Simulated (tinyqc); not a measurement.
# A chain with two barriers and dephasing by Buettiker voltage probes: effects of single changes

Sites 1 to 5 form a chain with hopping -t. Lead L joins site 1 and lead R site 5, both semi-infinite chains with hopping -t and site energy 0. Every site carries a probe with self-energy -i Gamma_p/2 that draws no net current. Linear response at zero temperature: mu_L = 1, mu_R = 0 in units of the bias.

Values chosen for this exercise:
```
symbol                value  unit                      meaning
t                         1    eV  hopping (matrix element -t)
U       [1.5, 0, 0, 0, 3.4]    eV         site energies 1 to N
E                     -0.25    eV                 Fermi energy
gp                    0.082    eV     probe broadening Gamma_p
```

Constants: q = 1.602176634e-19 C, h = 6.62607015e-34 J s. Results are converted to the units shown.

Each table varies one quantity; the others keep the values above.

## Resistance against length

Sigma = t^2 g(E), g(x) = (x - i sqrt(4 t^2 - x^2))/(2 t^2) for |x| < 2 t and (x - sign(x) sqrt(x^2 - 4 t^2))/(2 t^2) otherwise; Gamma = -2 Im Sigma; G = (E - H - Sigma_L - Sigma_R + i Gamma_p/2)^(-1). With Gamma the broadening by one lead, T_RL = Gamma^2 |G_(last,1)|^2, T_pL = Gamma Gamma_p |G_(p,1)|^2, T_pR = Gamma Gamma_p |G_(p,last)|^2, T_pq = Gamma_p^2 |G_(p,q)|^2 for p != q. No current into probe p: W mu = T_pL with W_pp = T_pL + T_pR + sum_q T_pq and W_pq = -T_pq. Then T_eff = T_RL + sum_p T_pR mu_p, and the resistance is (h/2q^2)/T_eff. Without probes means Gamma_p = 0. The list U is repeated k times, each site with its probe.

Results:

| k | sites | T without probes | T_eff | resistance (kohm) |
|---|---|---|---|---|
| 1 | 5 | 0.4856 | 0.4348 | 29.69 |
| 2 | 10 | 0.1144 | 0.1458 | 88.50 |
| 3 | 15 | 0.02319 | 0.06539 | 197.4 |
| 4 | 20 | 0.004569 | 0.03934 | 328.1 |
| 6 | 30 | 1.753e-4 | 0.02178 | 592.7 |
| 12 | 60 | 9.842e-9 | 0.009358 | 1379 |
| 16 | 80 | 1.443e-11 | 0.006781 | 1903 |

Estimate the missing row, k = 8.

Computed row:

| k | sites | T without probes | T_eff | resistance (kohm) |
|---|---|---|---|---|
| 8 | 40 | 6.712e-6 | 0.01510 | 854.9 |

With this row back in the table: The resistance rises from 29.7 to 1900 kohm, by 26.2 kohm a site between k = 8 and 12 and 26.2 between 12 and 16: Ohm's law, R = R0 + rho N with the extrapolated intercept R0 = -193 kohm (h/2q^2 = 12.91 kohm). The intercept differs from h/2q^2, since the ends of the chain scatter differently from its bulk, so no mean free path is read from it. Without probes T has fallen to 1.44e-11.

## Effect of the dephasing strength

With Gamma the broadening by one lead, T_RL = Gamma^2 |G_(5,1)|^2, T_pL = Gamma Gamma_p |G_(p,1)|^2, T_pR = Gamma Gamma_p |G_(p,5)|^2, T_pq = Gamma_p^2 |G_(p,q)|^2 for p != q.

Results:

| gp (eV) | T_RL | through probes | T_eff | resistance (kohm) |
|---|---|---|---|---|
| 0.011 | 0.4614 | 0.01724 | 0.4787 | 26.96 |
| 0.021 | 0.4406 | 0.03176 | 0.4724 | 27.32 |
| 0.039 | 0.4058 | 0.05526 | 0.4611 | 27.99 |
| 0.075 | 0.3456 | 0.09342 | 0.4390 | 29.40 |
| 0.14 | 0.2621 | 0.1396 | 0.4016 | 32.13 |
| 0.27 | 0.1587 | 0.1816 | 0.3403 | 37.92 |
| 0.51 | 0.07244 | 0.1944 | 0.2668 | 48.37 |
| 0.98 | 0.02095 | 0.1761 | 0.1971 | 65.49 |
| 3.5 | 1.723e-4 | 0.09608 | 0.09625 | 134.1 |

Estimate the missing row, gp = 1.9 eV.

Computed row:

| gp (eV) | T_RL | through probes | T_eff | resistance (kohm) |
|---|---|---|---|---|
| 1.9 | 0.002910 | 0.1395 | 0.1424 | 90.63 |

With this row back in the table: Without probes the transmission is 0.486. T_eff falls from 0.479 to 0.0963; the direct part falls from 0.461 to 1.72e-4 and the part through probes goes from 0.0172 through a maximum of 0.194 (at gp = 0.51 eV among the rows listed) to 0.0961. At this energy dephasing lowers T_eff from the start: the probes give back less than the direct part loses.

## Coherent and dephased transmission against energy

Same model as above.

Results:

| E (eV) | T without probes | T_eff |
|---|---|---|
| -1.8 | 0.006957 | 0.02243 |
| -1.5 | 0.1749 | 0.1940 |
| -1.2 | 0.04215 | 0.05440 |
| -0.9 | 0.05907 | 0.07204 |
| -0.6 | 0.2033 | 0.2196 |
| -0.3 | 0.6194 | 0.5098 |
| 0.3 | 0.07307 | 0.08761 |
| 0.6 | 0.07025 | 0.08248 |
| 0.9 | 0.1402 | 0.1556 |
| 1.2 | 0.6244 | 0.4624 |
| 1.5 | 0.03778 | 0.05783 |
| 1.8 | 0.004726 | 0.009795 |

Estimate the missing row, E = 0 eV.

Computed row:

| E (eV) | T without probes | T_eff |
|---|---|---|
| 0 | 0.1428 | 0.1634 |

With this row back in the table: Without probes T lies between 0.00473 and 0.624 in these rows, with them between 0.00979 and 0.510. The probes lower it in 2 rows and raise it in 11; the largest relative gain is at E = -1.8 eV, where the coherent value is 0.00696.

tinyqc, about 0.01 s, one thread, Intel Xeon 2.30GHz (shared host): `OMP_NUM_THREADS=1 python tinyqc.py 2700118 2700119 out.jsonl`
